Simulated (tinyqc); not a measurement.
Ewald sum of point charges, zinc blende lattice, step by step. Computed by tinyqc, a small Python program that keeps every step. Command: `OMP_NUM_THREADS=1 python tinyqc.py 26679 26680 out.jsonl` (the two numbers bound the seeds that draw the settings). One thread of a shared host (Intel(R) Xeon(R) Processor @ 2.60GHz), about 0.03 s of CPU time with the checks.

## Ewald sum with eta = 0.417 1/bohr

cell vectors (rows) (bohr):
```
,1,2,3
1,0.000000,3.685000,3.685000
2,3.685000,0.000000,3.685000
3,3.685000,3.685000,0.000000
```

Charges:
```
q,f1,f2,f3
2.000000,0.000000,0.000000,0.000000
-2.000000,0.250000,0.250000,0.250000
```

Real space: 1/2 sum q_i q_j erfc(eta r)/r over all images with r > 0; reciprocal space: (2 pi/V) sum_(G != 0) exp(-G^2/4 eta^2)/G^2 |S(G)|^2 with S(G) = sum q exp(i G.r); self term -eta/sqrt(pi) sum q^2; background -pi Q^2/(2 V eta^2), Q the total charge.

Real-space shells (first ones):
```
r (bohr),pairs,sum (hartree)
3.191304,8,-0.299997
5.211377,24,0.019500
6.110881,24,-0.002464
7.370000,12,0.000045
8.031271,24,-0.000013
9.026370,48,1.08e-06
9.573911,32,-1.10e-07
10.422754,24,3.65e-09
10.900377,48,-1.14e-09
11.652993,48,5.21e-11
12.082080,24,0
12.765214,16,0
```

Reciprocal shells (first ones that count):
```
G^2 (1/bohr^2),vectors,sum (hartree)
2.180449,8,0.080174
2.907266,6,0.031723
7.994981,24,0.000015
8.721798,8,3.30e-06
13.809513,24,2.08e-09
14.536329,24,1.39e-09
```

## The total does not depend on eta

The same sums for other eta.

Totals (hartree per cell):
```
eta,real,reciprocal,self,background,total
0.417000,-0.282927,0.111915,-1.882136,0.000000,-2.05314850
0.715000,-0.006272,1.180288,-3.227164,0.000000,-2.05314850
0.934000,-0.000125,2.162601,-4.215625,0.000000,-2.05314850
```

shortest distance = 3.191304 bohr

Madelung constant -E d / (formula units |q+ q-|) = 1.638055
